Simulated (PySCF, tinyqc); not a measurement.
Worked calculation: coupled-perturbed Hartree-Fock on RHF in the sto-6g basis, for H4, spin multiplicity 1. The lowest restricted solution is unstable here: a spin-polarised one lies 0.0496 hartree lower (PySCF). The polarisability along this axis is zero because the basis has no function that the field can mix in; the real value is not. Computed by tinyqc, a small Python program that keeps every step (integrals from PySCF). Settings: charge = 0, multiplicity = 1, basis = sto-6g, method = RHF, energy threshold = 1e-10, iteration cap = 77, orthogonalisation = symmetric, start = atomic densities, DIIS depth = 6. Command: `OMP_NUM_THREADS=1 python tinyqc.py 25986 25987 out.jsonl` (the two numbers bound the seeds that draw the settings). One thread of a shared host (Intel(R) Xeon(R) Processor @ 2.60GHz), about 0.1 s of CPU time with the checks. The early iterations of the SCF are left out here.

## One-electron integrals

Geometry (angstrom):
```
atom,x,y,z
H,0.000000,0.000000,0.000000
H,0.000000,0.000000,1.158000
H,0.000000,1.020000,0.000000
H,0.000000,1.020000,1.158000
```

Basis sto-6g: exponents (1/bohr^2) and contraction coefficients of normalised primitives:
```
element,l (shell),exponent,coefficient
H,s (1),35.523221,0.009164
H,s (1),6.513144,0.049361
H,s (1),1.822143,0.168538
H,s (1),0.625955,0.370563
H,s (1),0.243077,0.416492
H,s (1),0.100112,0.130334
```

Overlap, kinetic and nuclear-attraction integrals over the contracted functions; the nuclear repulsion is the sum of Za Zb / Rab.

nuclear repulsion = 2.63738543 hartree

overlap S:
```
,1H 1s,2H 1s,3H 1s,4H 1s
1H 1s,1.000000,0.408953,0.485060,0.241322
2H 1s,0.408953,1.000000,0.241322,0.485060
3H 1s,0.485060,0.241322,1.000000,0.408953
4H 1s,0.241322,0.485060,0.408953,1.000000
```

kinetic energy T (hartree):
```
,1H 1s,2H 1s,3H 1s,4H 1s
1H 1s,0.768522,0.064159,0.104694,0.005352
2H 1s,0.064159,0.768522,0.005352,0.104694
3H 1s,0.104694,0.005352,0.768522,0.064159
4H 1s,0.005352,0.104694,0.064159,0.768522
```

nuclear attraction V (hartree):
```
,1H 1s,2H 1s,3H 1s,4H 1s
1H 1s,-2.534889,-0.967266,-1.166034,-0.579131
2H 1s,-0.967266,-2.534889,-0.579131,-1.166034
3H 1s,-1.166034,-0.579131,-2.534889,-0.967266
4H 1s,-0.579131,-1.166034,-0.967266,-2.534889
```

core Hamiltonian H = T + V (hartree):
```
,1H 1s,2H 1s,3H 1s,4H 1s
1H 1s,-1.766367,-0.903106,-1.061340,-0.573778
2H 1s,-0.903106,-1.766367,-0.573778,-1.061340
3H 1s,-1.061340,-0.573778,-1.766367,-0.903106
4H 1s,-0.573778,-1.061340,-0.903106,-1.766367
```

## Two-electron integrals

Functions are numbered as in S; the eight-fold symmetry (ij|kl) = (ji|kl) = (kl|ij) leaves the list below.

Two-electron integrals (ij|kl) in chemists' order, unique and non-zero (hartree):
```
i,j,k,l,(ij|kl)
1,1,1,1,0.774999
2,1,1,1,0.242753
2,1,2,1,0.102922
2,2,1,1,0.429686
2,2,2,1,0.242753
2,2,2,2,0.774999
3,1,1,1,0.300346
3,1,2,1,0.101053
3,1,2,2,0.190519
3,1,3,1,0.149838
3,2,1,1,0.121388
3,2,2,1,0.052896
3,2,2,2,0.127616
3,2,3,1,0.062208
3,2,3,2,0.032694
3,3,1,1,0.471567
3,3,2,1,0.169497
3,3,2,2,0.337050
3,3,3,1,0.300346
3,3,3,2,0.127616
3,3,3,3,0.774999
4,1,1,1,0.127616
4,1,2,1,0.052896
4,1,2,2,0.121388
4,1,3,1,0.062208
4,1,3,2,0.032308
4,1,3,3,0.121388
4,1,4,1,0.032694
4,2,1,1,0.190519
4,2,2,1,0.101053
4,2,2,2,0.300346
4,2,3,1,0.095659
4,2,3,2,0.062208
4,2,3,3,0.190519
4,2,4,1,0.062208
4,2,4,2,0.149838
4,3,1,1,0.169497
4,3,2,1,0.072440
4,3,2,2,0.169497
4,3,3,1,0.101053
4,3,3,2,0.052896
4,3,3,3,0.242753
4,3,4,1,0.052896
4,3,4,2,0.101053
4,3,4,3,0.102922
4,4,1,1,0.337050
4,4,2,1,0.169497
4,4,2,2,0.471567
4,4,3,1,0.190519
4,4,3,2,0.121388
4,4,3,3,0.429686
4,4,4,1,0.127616
4,4,4,2,0.300346
4,4,4,3,0.242753
4,4,4,4,0.774999
```

## Orthogonalisation

S = U s U^T; symmetric (Loewdin) form X = U s^(-1/2) U^T, so that X^T S X = 1.

eigenvalues of S: 0.347308  0.682571  0.834785  2.135336

X:
```
,1H 1s,2H 1s,3H 1s,4H 1s
1H 1s,1.171516,-0.224154,-0.282104,0.019074
2H 1s,-0.224154,1.171516,0.019074,-0.282104
3H 1s,-0.282104,0.019074,1.171516,-0.224154
4H 1s,0.019074,-0.282104,-0.224154,1.171516
```

## Iteration 3 (converged): orbitals

converged F (hartree):
```
,1H 1s,2H 1s,3H 1s,4H 1s
1H 1s,-0.294982,-0.314679,-0.503730,-0.272831
2H 1s,-0.314679,-0.294982,-0.272831,-0.503730
3H 1s,-0.503730,-0.272831,-0.294982,-0.314679
4H 1s,-0.272831,-0.503730,-0.314679,-0.294982
```

Diagonalise F' = X^T F X, C = X C', fill 2 alpha and 2 beta electrons from the bottom; D = 2 C_occ C_occ^T. Each column has its largest component positive (the first on a tie).

F' = X^T F X (hartree):
```
,1,2,3,4
1,0.015968,-0.218301,-0.467060,0.020211
2,-0.218301,0.015968,0.020211,-0.467060
3,-0.467060,0.020211,0.015968,-0.218301
4,0.020211,-0.467060,-0.218301,0.015968
```

orbital energies (hartree): MO1 -0.649182, MO2 -0.253002, MO3 0.244516, MO4 0.721539

coefficients C:
```
,MO1,MO2,MO3,MO4
1H 1s,0.342166,0.547246,0.605196,0.848423
2H 1s,0.342166,-0.547246,0.605196,-0.848423
3H 1s,0.342166,0.547246,-0.605196,-0.848423
4H 1s,0.342166,-0.547246,-0.605196,0.848423
```

D after iteration 3:
```
,1H 1s,2H 1s,3H 1s,4H 1s
1H 1s,0.833112,-0.364801,0.833112,-0.364801
2H 1s,-0.364801,0.833112,-0.364801,0.833112
3H 1s,0.833112,-0.364801,0.833112,-0.364801
4H 1s,-0.364801,0.833112,-0.364801,0.833112
```

## Convergence

Stop when the energy changes by less than 1e-10 hartree and every element of the error matrix X^T (F D S - S D F) X is below 3e-06.

Course of the cycle:
```
iteration,E (hartree),change,largest element of the error matrix
1,-1.67013799,-,4.04e-16
2,-1.89885290,-2.29e-01,1.77e-15
3,-1.89885290,1.78e-15,1.30e-15
```

PySCF RHF in the same basis = -1.89885290 hartree

Converged in 3 iterations.

## Integrals over molecular orbitals

(pq|rs) = sum C_ip C_jq C_kr C_ls (ij|kl), one index at a time.

one-electron integrals over orbitals h = C^T H C (hartree):
```
,1,2,3,4
1,-2.015886,0.000000,0.000000,0.000000
2,0.000000,-1.618168,0.000000,0.000000
3,0.000000,0.000000,-1.515380,0.000000
4,0.000000,0.000000,0.000000,-1.081745
```

Two-electron integrals over orbitals (pq|rs), unique and non-zero (hartree):
```
p,q,r,s,(pq|rs)
1,1,1,1,0.511154
2,1,2,1,0.144105
2,2,1,1,0.499827
2,2,2,2,0.509617
3,1,3,1,0.128653
3,2,3,2,0.081894
3,3,1,1,0.496454
3,3,2,2,0.488767
3,3,3,3,0.504733
4,1,3,2,0.080771
4,1,4,1,0.079718
4,2,3,1,0.128875
4,2,4,2,0.141420
4,3,2,1,0.142860
4,3,4,3,0.157005
4,4,1,1,0.502001
4,4,2,2,0.510210
4,4,3,3,0.509649
4,4,4,4,0.530934
```

## Response to a field: uncoupled start

dipole integrals <a|z|i> (bohr):
```
,i1,i2
a3,0.000000,0.000000
a4,0.000000,0.000000
```

Field along z; U_ai = -mu_ai / (e_a - e_i), alpha = -4 sum U_ai mu_ai.

uncoupled U:
```
,i1,i2
a3,0.000000,0.000000
a4,0.000000,0.000000
```

uncoupled polarisability = 0.000000 bohr^3

## Coupled step 1

U_ai = -(mu_ai + sum_bj [4 (ai|bj) - (ab|ij) - (aj|bi)] U_bj) / (e_a - e_i); alpha = -4 sum U_ai mu_ai.

U after step 1:
```
,i1,i2
a3,0.000000,0.000000
a4,0.000000,0.000000
```

polarisability = 0.000000 bohr^3

## Coupled polarisability

Repeat until U stops changing; compare with -d2E/dF2.

Course of the coupled iterations:
```
step,alpha (bohr^3)
0,0
1,0
```

coupled polarisability = 0.000000 bohr^3

finite-field check, fields of +/-0.001 au = 5.33e-09 bohr^3
